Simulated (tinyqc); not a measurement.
Length of a polyene: Hueckel, PPP and singles CI along the polyenes. Computed by the program tinyqc. Hueckel uses the same beta without repulsion; CIS keeps all single excitations and so misses the low, doubly excited 2Ag state. W is the valence ionisation energy of a centre, MN the Mataga-Nishimoto formula, f the oscillator strength.

All-trans chains of carbon centres 1.40 angstrom apart:
```
parameter                               value
beta (eV), times 1 +/- alternation  -2.450000
alternation                          0.100000
W (eV)                              11.160000
gamma_rr (eV)                       10.930000
repulsion formula                          MN
```

Gaps and excitations (eV):
```
centres  Hueckel gap  PPP orbital gap  bright singlet (CIS)       f  lowest triplet (CIS)
2             5.3900          10.6890                8.2055  0.7035                2.5745
4             3.6186           8.3937                5.8657  1.0589                1.7598
6             2.8088           7.2580                4.8067  1.4648                1.3959
10            2.0607           6.1574                3.8007  2.1961                1.0843
12            1.8603           5.8583                3.5298  2.5336                1.0089
14            1.7146           5.6424                3.3352  2.8603                0.9573
```

Estimate the missing row, centres = 8.

Computed row:
```
centres  Hueckel gap  PPP orbital gap  bright singlet (CIS)       f  lowest triplet (CIS)
8             2.3519           6.5903                4.1947  1.8421                1.2011
```

The Hueckel gap tends to 4 x alternation x |beta| = 0.98 eV for long chains. Exchange opens the PPP orbital gap, and the attraction of electron and hole brings the bright state 2.31 eV below it at 14 centres; the triplet lies 2.38 eV lower still.
